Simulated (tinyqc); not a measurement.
# Vertical double-diffused power MOSFET, components of the on-resistance: On-resistance against the rated breakdown voltage of the drift layer

Stripe cells of pitch Wp + a, two channels a cell. Current flows through the channels, spreads in the accumulation layer, passes the gap between the p bodies and spreads at 45 degrees into the drift layer below them. Low drain voltage, full ionisation.

Triangular field at breakdown with Ec = Kc N^(1/8): BV = eps0 eps_r Ec^2/(2 q N), so N = (eps0 eps_r Kc^2/(2 q BV))^(4/3); W = 2 BV/Ec; mu = mud (T/300 K)^(-bt); rho = 1/(q mu N); ideal resistance rho W. Pitch p = Wp + a, Cox = 3.9 eps0/tox; zero-bias depletion in the gap w0 = sqrt(2 eps0 eps_r Vbi/(q N Nj)), open gap g = a - 2 w0; R_ch = Lc p/(2 mch Cox Vov); R_acc = 0.6 a p/(4 mac Cox Vov), 0.6 being an empirical factor for current leaving the layer along its length; R_gap = (rho/Nj) xp p/g; spreading depth t = min(W, (p - g)/2); R_drift = (rho p/2) ln((g + 2 t)/g) + rho (W - t); R_on = the sum with Rs.

Parameters, values chosen for the exercise; bulk values close to those of 4H silicon carbide:

| symbol | value | unit | meaning |
|---|---|---|---|
| T | 400 | K | temperature |
| eps_r | 9.96 |  | relative permittivity |
| Kc | 23700 | V/cm per (cm^-3)^(1/8) | critical-field constant |
| mud | 812 | cm^2/(V s) | drift mobility at 300 K |
| bt | 2.1 |  | temperature exponent of the drift mobility |
| tox | 36 | nm | gate oxide thickness (eps_r 3.9) |
| Vov | 4 | V | gate overdrive |
| mch | 25 | cm^2/(V s) | channel mobility |
| mac | 61 | cm^2/(V s) | accumulation-layer mobility |
| Lc | 0.6 | um | channel length |
| Wp | 2.2 | um | width of the p body in one cell, channels included |
| a | 1.9 | um | gap between neighbouring p bodies |
| xp | 1.2 | um | depth of the p body |
| Nj | 2 |  | doping of the gap over the drift doping |
| Vbi | 2.8 | V | built-in voltage of the body junction |
| Rs | 0.25 | mohm cm^2 | substrate and contact resistance |

Constants: q = 1.602176634e-19 C, eps0 = 8.8541878128e-14 F/cm where lengths are in cm. Results are converted to the units shown.

The same in every row: R_ch (mohm cm^2) = 1.282; R_acc (mohm cm^2) = 0.4993.

Results:
```
BV (V),R_gap (mohm cm^2),R_drift (mohm cm^2),R_on (mohm cm^2),ideal (mohm cm^2),largest term
300,0.02375,0.04072,2.096,0.03044,channel
490,0.04871,0.1260,2.206,0.1038,channel
800,0.1031,0.4037,2.538,0.3535,channel
1300,0.2288,1.309,3.569,1.190,drift
3500,1.883,15.14,19.05,14.15,drift
```

Estimate the missing row, BV = 2100 V.

Computed row:
```
BV (V),R_gap (mohm cm^2),R_drift (mohm cm^2),R_on (mohm cm^2),ideal (mohm cm^2),largest term
2100,0.5556,4.252,6.839,3.946,drift
```

With this row back in the table: R_on rises from 2.10 to 19.1 mohm cm^2. The channel term is the largest at BV = 300, the drift term from 1300 on. R_on is 68.9 times the ideal drift resistance in the first row and 1.35 times in the last. The ideal resistance goes as BV^(2.50), and R_on as BV^(2.01) between the last two rows.

Program tinyqc, `OMP_NUM_THREADS=1 python tinyqc.py 2230029 2230030 out.jsonl`; Intel Xeon 2.30GHz, shared host, one thread, about 0.01 s.
